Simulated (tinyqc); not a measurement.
# ESD clamp with bipolar snapback, compact model and design window: effects of single changes

The drain junction multiplies the current that enters it: Igen = (M - 1)(Ic + I0), M = 1/(1 - (Vj/BV)^n). The generated holes leave through the substrate resistance and the base of the parasitic npn: Igen = Vb/Rb + Ic/be, Ic = Is exp(Vb/Vt). Terminal current I = Ic + I0 + Igen and voltage V = Vj + I Ro, per width. Isothermal, constant gain.

Inputs (values chosen for the exercise); values close to those of grounded-gate n-channel clamps:

| symbol | value | unit | meaning |
|---|---|---|---|
| T | 300 | K | temperature |
| BV | 10 | V | junction breakdown voltage |
| n | 2.6 |  | exponent of the multiplication |
| be | 11.8 |  | current gain of the parasitic npn |
| Is | 1e-18 | A/um | saturation current |
| I0 | 4.7e-12 | A/um | junction leakage |
| Rb | 92000 | ohm um | substrate resistance |
| Ro | 150 | ohm um | drain ballast and contact resistance |
| It2 | 4.1 | mA/um | failure current for 100 ns |

Constants: q = 1.602176634e-19 C, kB = 1.380649e-23 J/K, Vt = kB T/q. Results are converted to the units shown.

Each table varies one quantity; the others keep the values above.

## Effect of the drain ballast and contact resistance

For given Vb: Ic, Igen, M = 1 + Igen/(Ic + I0), Vj = BV (1 - 1/M)^(1/n), I and V. Vt1 is the maximum of V along the curve, Vh the following minimum, Vt2 the voltage at I = It2. It1 and Ih are the currents at Vt1 and Vh.

Effect of the drain ballast and contact resistance:
```
Ro (ohm um)  Vt1 (V)  It1 (uA/um)  Vh (V)  Ih (uA/um)  Vt2 (V)  Vt2 - Vt1 (V)
30             10.00        4.555   3.892        2303    3.916         -6.085
52             10.00        4.715   3.936        1734    4.006         -5.995
92             10.00        4.882   3.995        1289    4.170         -5.831
160            10.00        5.045   4.070       965.6    4.449         -5.552
280            10.00        5.211   4.169       718.9    4.941         -5.061
490            10.00        5.376   4.298       533.6    5.802         -4.201
860            10.00        5.542   4.466       393.7    7.319         -2.686
1500           10.01        5.707   4.680       290.1    9.943       -0.06561
```

As Ro goes from 30 to 1500 ohm um, Vt1 stays near 10.0 V, It1 rises from 4.55 to 5.71 uA/um, Vh rises from 3.89 to 4.68 V and Vt2 rises from 3.92 to 9.94 V. Vt2 exceeds Vt1, the condition for all fingers to turn on, in 0 of the 8 rows. Ballast buys uniform turn-on with a higher clamping voltage.

## Failure current against pulse length

Power to failure goes as 1/t for pulses shorter than ta = 9.2 ns (adiabatic) and as 1/sqrt(t) beyond: Pf = P100 sqrt(100 ns/t) for t > ta and Pf(ta) ta/t below, with P100 = Vt2 It2 at 100 ns. The failure current solves V I = Pf on the curve (I(Vb), V(Vb)).

Results:
```
t (ns)  Pf (mW/um)  failure current (mA/um)  V at failure (V)  energy (nJ/um)
1            548.1                    49.22             11.14          0.5481
2            274.1                    32.02             8.559          0.5481
5            109.6                    17.26             6.351          0.5481
10           57.14                    10.65             5.365          0.5714
50           25.56                    5.540             4.613           1.278
100          18.07                    4.100             4.408           1.807
200          12.78                    3.001             4.257           2.556
500          8.081                    1.957             4.129           4.041
```

Estimate the missing row, t = 20 ns.

Computed row:
```
t (ns)  Pf (mW/um)  failure current (mA/um)  V at failure (V)  energy (nJ/um)
20           40.41                    8.101             4.988          0.8081
```

With this row back in the table: The failure current falls from 49.2 to 1.96 mA/um, as t^(-0.62) at the start and t^(-0.47) at the end, more slowly than the power since V rises with I. The voltage at failure falls from 11.1 to 4.13 V.

## Effect of the exponent of the multiplication

Same model as above.

Effect of the exponent of the multiplication:
```
n    Vt1 (V)  It1 (uA/um)  Vh (V)  Ih (uA/um)  Vt2 (V)  Vt2 - Vt1 (V)
2      10.00        4.949   3.100       988.8    3.450         -6.550
2.5    10.00        5.015   3.916       999.7    4.263         -5.737
3      10.00        5.069   4.582       989.4    4.931         -5.070
3.5    10.00        5.114   5.128       969.9    5.481         -4.519
4      10.00        5.154   5.581       946.3    5.940         -4.061
4.5    10.00        5.188   5.962       921.5    6.326         -3.675
5      10.00        5.219   6.285       896.8    6.655         -3.346
5.5    10.00        5.248   6.563       872.7    6.938         -3.062
6      10.00        5.273   6.804       849.6    7.185         -2.816
```

What does the comparison show?

As n goes from 2 to 6, Vt1 stays near 10.0 V, It1 rises from 4.95 to 5.27 uA/um, Vh rises from 3.10 to 6.80 V and Vt2 rises from 3.45 to 7.18 V. Vt2 exceeds Vt1, the condition for all fingers to turn on, in 0 of the 9 rows.

tinyqc, about 0.01 s, one thread, Intel Xeon 2.30GHz (shared host): `OMP_NUM_THREADS=1 python tinyqc.py 2670055 2670056 out.jsonl`
